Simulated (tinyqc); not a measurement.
p-n heterojunction, non-linear Poisson equation by Newton steps, Boltzmann statistics: two steps of the calculation.

One dimension, material 1 (p-type) at x < 0 and material 2 (n-type) at x > 0. Band edges: Ec = -psi in material 1 and -psi + dEc in material 2, Ev = Ec - Eg. Flat quasi-Fermi levels: 0 for holes, +V for electrons. n = Nc F((EFn - Ec)/Vt), p = Nv F((Ev - EFp)/Vt), with F(eta) = exp(eta) (Boltzmann statistics); full ionisation, no interface charge, classical densities; the doping types are chosen for the exercise.

Inputs (values chosen for the exercise); band and dielectric values those of a made-up pair: temperature T = 300 K; band gap of material 1 Eg1 = 1.52 eV; relative permittivity of material 1 er1 = 12.4; conduction-band density of states of material 1 Nc1 = 5.29e17 cm^-3; valence-band density of states of material 1 Nv1 = 1.07e19 cm^-3; band gap of material 2 Eg2 = 0.801 eV; relative permittivity of material 2 er2 = 15.4; conduction-band density of states of material 2 Nc2 = 2.16e17 cm^-3; valence-band density of states of material 2 Nv2 = 7.03e18 cm^-3; conduction-band offset Ec2 - Ec1 dEc = -0.44 eV; acceptor density of material 1 N1 = 3.7e16 cm^-3; donor density of material 2 N2 = 2.9e16 cm^-3; bias of side 1 against side 2 V = 0 V.

Constants: q = 1.602176634e-19 C, kB = 1.380649e-23 J/K, Vt = kB T/q, eps0 = 8.8541878128e-14 F/cm where lengths are in cm. Results are converted to the units shown.

Problem 1. Band edges, densities and displacement. Ec, Ev, n and p as defined; D = a_k (psi_(k+1) - psi_k) on the interval that holds the interface.

| node | x (nm) | converged psi (V) | material |
|---|---|---|---|
| 0 | -344 | -1.3734946 | 1 |
| 1 | -230 | -1.3731677 | 1 |
| 2 | -142 | -1.3668858 | 1 |
| 3 | -73.4 | -1.2965658 | 1 |
| 4 | -20.5 | -1.0776728 | 1 |
| 5 | 20.5 | -0.8307347 | 2 |
| 6 | 71.6 | -0.6363647 | 2 |
| 7 | 135 | -0.5184271 | 2 |
| 8 | 214 | -0.4944164 | 2 |
| 9 | 313 | -0.4920646 | 2 |
| 10 | 436 | -0.4919104 | 2 |

| interval | coupling a_i (F/cm^2) |
|---|---|
| 0 | 9.6308710e-8 |
| 1 | 1.2476356e-7 |
| 2 | 1.6004654e-7 |
| 3 | 2.0754618e-7 |
| 4 | 2.9668288e-7 |
| 5 | 2.6683854e-7 |
| 6 | 2.1507018e-7 |
| 7 | 1.7260062e-7 |
| 8 | 1.3773181e-7 |
| 9 | 1.1085731e-7 |

Give: Ec; Ev; n; p; D.

Solution 1.

| node | Ec (eV) | Ev (eV) | n (cm^-3) | p (cm^-3) |
|---|---|---|---|---|
| 0 | 1.373 | -0.1465 | 4.464e-6 | 3.700e16 |
| 1 | 1.373 | -0.1468 | 4.521e-6 | 3.654e16 |
| 2 | 1.367 | -0.1531 | 5.765e-6 | 2.865e16 |
| 3 | 1.297 | -0.2234 | 8.752e-5 | 1.887e15 |
| 4 | 1.078 | -0.4423 | 0.4162 | 3.968e11 |
| 5 | 0.391 | -0.4103 | 5.894e10 | 9.012e11 |
| 6 | 0.196 | -0.6046 | 1.086e14 | 4.892e8 |
| 7 | 0.078 | -0.7226 | 1.040e16 | 5.108e6 |
| 8 | 0.054 | -0.7466 | 2.632e16 | 2.018e6 |
| 9 | 0.052 | -0.7489 | 2.883e16 | 1.842e6 |
| 10 | 0.052 | -0.7491 | 2.900e16 | 1.831e6 |

D = 73.26 nC/cm^2

Problem 2. Check against the first integral. Exact first integral: on each side D^2/(2 eps0 er) = G, G = q [Vt (nI_j - nI_b) + Vt (pI_j - pI_b) - C (psi_j - psi_b)], with C = -N1 or +N2, b the neutral end of that side, and nI, pI the densities themselves. D is continuous, so er1 G1(psi_j) = er2 G2(psi_j) fixes psi_j. Ends from Nv1 F((-psi_L - Eg1)/Vt) = N1 and Nc2 F((V + psi_R - dEc)/Vt) = N2. D is counted positive when psi rises towards material 2.

Find: psi_j; D; psi_j - psi_L; psi_R - psi_j; Ec1 - EFn at the interface; Ec2 - EFn at the interface.

Solution 2.

psi_j = -0.93827 V
D = 72.999 nC/cm^2
psi_j - psi_L = 0.43523 V
psi_R - psi_j = 0.44636 V
Ec1 - EFn at the interface = 0.93827 eV
Ec2 - EFn at the interface = 0.49827 eV

Material 2 takes 50.6 % of the bending.

Numbers from tinyqc (`OMP_NUM_THREADS=1 python tinyqc.py 2040164 2040165 out.jsonl`; about 0.03 s on one thread of a shared Intel Xeon 2.30GHz).
